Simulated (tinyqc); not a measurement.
Inside a calculation. Method: Jacobi rotations on a symmetric matrix. Computed by tinyqc, a small Python program that keeps every step. Settings: method = jacobi. Command: `OMP_NUM_THREADS=1 python tinyqc.py 31613 31614 out.jsonl` (the two numbers bound the seeds that draw the settings). One thread of a shared host (Intel(R) Xeon(R) Processor @ 2.60GHz), about 0.01 s of CPU time with the checks.

## Jacobi rotation 1

A, lower triangle:
```
,1,2,3,4,5
1,0.029000
2,0.139000,0.212000
3,0.511000,-0.341000,0.563000
4,0.076000,-0.172000,-0.437000,1.574000
5,0.006000,-0.130000,-0.445000,-0.632000,3.235000
```

Take the largest off-diagonal element A_pq; tan 2 theta = 2 A_pq / (A_qq - A_pp) with |theta| <= pi/4; A' = J^T A J with J_pp = J_qq = cos, J_pq = sin, J_qp = -sin.

p, q, theta (rad): 4.000000  5.000000  -0.325248

A', lower triangle:
```
,1,2,3,4,5
1,0.029000
2,0.139000,0.212000
3,0.511000,-0.341000,0.563000
4,0.073933,-0.204523,-0.556286,1.360874
5,-0.018600,-0.068223,-0.282029,0.000000,3.448126
```

## Jacobi rotation 2

As before.

p, q, theta (rad): 3.000000  4.000000  -0.474328

A', lower triangle:
```
,1,2,3,4,5
1,0.029000
2,0.139000,0.212000
3,0.488354,-0.396768,0.277390
4,-0.167624,-0.026195,0.000000,1.646484
5,-0.018600,-0.068223,-0.250893,0.128814,3.448126
```

## All rotations

The off-diagonal norm falls at every rotation.

Rotations:
```
step,p,q,theta,off-diagonal norm
1,4,5,-0.325248,1.29e+00
2,3,4,-0.474328,1.03e+00
3,1,3,0.660881,7.62e-01
4,1,2,0.449124,5.75e-01
5,3,5,-0.074500,4.93e-01
6,2,3,-0.503320,3.99e-01
7,1,5,0.036905,3.40e-01
8,4,5,0.071943,2.84e-01
9,2,4,-0.084460,2.31e-01
10,1,4,-0.053417,1.62e-01
11,1,3,0.072813,9.18e-02
...,...,...,...,...
19,2,3,-0.001024,4.70e-04
20,4,5,0.000148,2.74e-04
21,1,3,0.000149,2.12e-05
22,1,2,0.000018,3.14e-06
23,3,4,1.97e-06,1.90e-06
24,1,5,-2.26e-07,1.39e-06
25,3,5,-3.31e-07,5.70e-07
26,2,5,1.25e-07,3.13e-08
27,1,4,-1.00e-08,3.98e-09
28,2,3,4.43e-09,2.48e-09
29,2,4,1.26e-09,2.52e-12
```

eigenvalues: -0.541863  0.261926  0.758641  1.655536  3.478760
